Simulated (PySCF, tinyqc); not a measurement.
FCI on RHF in the sto-3g basis, for H3-, spin multiplicity 1, step by step. The basis has no diffuse functions, so it cannot describe the extra electron: this is an exercise in the method, not the real anion. The lowest restricted solution is unstable here: a spin-polarised one lies 0.1822 hartree lower (PySCF). One step of it, computed by the program tinyqc.

Task: Iteration 3 (converged): orbitals. Diagonalise F' = X^T F X, C = X C', fill 2 alpha and 2 beta electrons from the bottom; D = 2 C_occ C_occ^T. Each column has its largest component positive (the first on a tie).

converged F (hartree):
```
           1H 1s      2H 1s      3H 1s
1H 1s   0.174355  -0.261067  -0.117955
2H 1s  -0.261067   0.174355  -0.117955
3H 1s  -0.117955  -0.117955   0.262559
```

X:
```
           1H 1s      2H 1s      3H 1s
1H 1s   1.093231  -0.167831  -0.167812
2H 1s  -0.167831   1.093231  -0.167812
3H 1s  -0.167812  -0.167812   1.093222
```

Give: F' = X^T F X; orbital energies; coefficients C; D after iteration 3.

Result:

F' = X^T F X (hartree):
```
        1       2       3
1   0.353  -0.339  -0.161
2  -0.339   0.353  -0.161
3  -0.161  -0.161   0.395
```

orbital energies (hartree): MO1 -0.092, MO2 0.501, MO3 0.692

coefficients C:
```
         MO1     MO2     MO3
1H 1s  0.522  -0.429   0.892
2H 1s  0.522  -0.429  -0.892
3H 1s  0.247   1.091   0.000
```

D after iteration 3:
```
        1H 1s   2H 1s   3H 1s
1H 1s   0.913   0.913  -0.677
2H 1s   0.913   0.913  -0.677
3H 1s  -0.677  -0.677   2.503
```
